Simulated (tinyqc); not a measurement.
Inside a calculation: three-band (Emery) model of a CuO2 plane downfolded to one band. Values are carried at full precision from step to step, so a last printed digit may differ when a step is redone from the rounded ones.

Electron picture, d at 0 and the oxygen p orbitals at -D; sx = sin(kx a/2), sy = sin(ky a/2). H = [[0, 2 tpd sx, -2 tpd sy], [., -D, -4 tpp sx sy], [., ., -D]], real and symmetric. The top (antibonding) band crosses the Fermi level.

Values chosen for the exercise (of the size used for cuprate planes; the results hold for these values, not for the real material): D = 2.8 eV (ed - ep); tpd = 1.51 eV (d-p hopping); tpp = 0.72 eV (p-p hopping); k = (0.39, 0.66) pi/a (wave vector).

## H at one k

Fill in the matrix.

sx, sy: 0.57501  0.86074

H (eV), lower triangle:
```
           d        px        py
d          0
px   1.73652  -2.80000
py  -2.59944  -1.42540  -2.80000
```

## Exact levels

Diagonalise.

levels (eV): -4.4812  -3.6075  2.4887

weights of the top band: d 0.6105, px 0.1507, py 0.2388

## Loewdin downfolding onto d

h(E) = H_dd + V (E - H_pp)^-1 V^T with V = H_dp. The level solves E = h(E). Newton: start at E = 0, set Z = 1/(1 - dh/dE) = 1/(1 + |(E - H_pp)^-1 V^T|^2) and E(new) = E + Z (h - E); stop when the step is below 1e-9 eV.

Iterations:

| i | E (eV) | h(E) (eV) | Z |
|---|---|---|---|
| 0 | 0.00000 | 6.92667 | 0.1668 |
| 1 | 1.15525 | 3.78493 | 0.4030 |
| 2 | 2.21492 | 2.67662 | 0.5752 |
| 3 | 2.48049 | 2.49393 | 0.6095 |
| 4 | 2.48868 | 2.48869 | 0.6105 |
| 5 | 2.48868 | 2.48868 | 0.6105 |

The first value, h(0) = 6.9267 eV, is the energy-independent downfolding; the root is 2.4887 eV, so h(0) is 178 % too high. The final Z is the d weight of the state.

## Hoppings of the top band

One-band form E = e0 - 2t (cos kx + cos ky) - 4t' cos kx cos ky - 2t'' (cos 2kx + cos 2ky) - 4t''' (cos 2kx cos ky + cos kx cos 2ky), k in 1/a. Each hopping is minus the mean of E cos(m kx) cos(n ky) over a 12 x 12 mesh, k = (j + 1/2) 2 pi/12.

Fourier coefficients of the exact top band.

e0, t, t', t'', t''' (eV): 2.2378  0.5299  -0.0293  0.0464  -0.0003

t'/t = -0.055

## The one-band model at k

Evaluate the one-band form at k with e0 and t alone, with t' added, and with all four hoppings.

E (eV): (t alone) 2.3894, (t and t') 2.3703, (all four) 2.4918

The three-band value is 2.4887 eV.

## Checks

- Top level at (1,1) against the root of E (E + D - 4 tpp) = 8 tpd^2: both 4.31111.

tinyqc: `OMP_NUM_THREADS=1 python tinyqc.py 1480005 1480006 out.jsonl`; about 0.03 s, one thread, shared Intel(R) Xeon(R) Processor @ 2.30GHz.
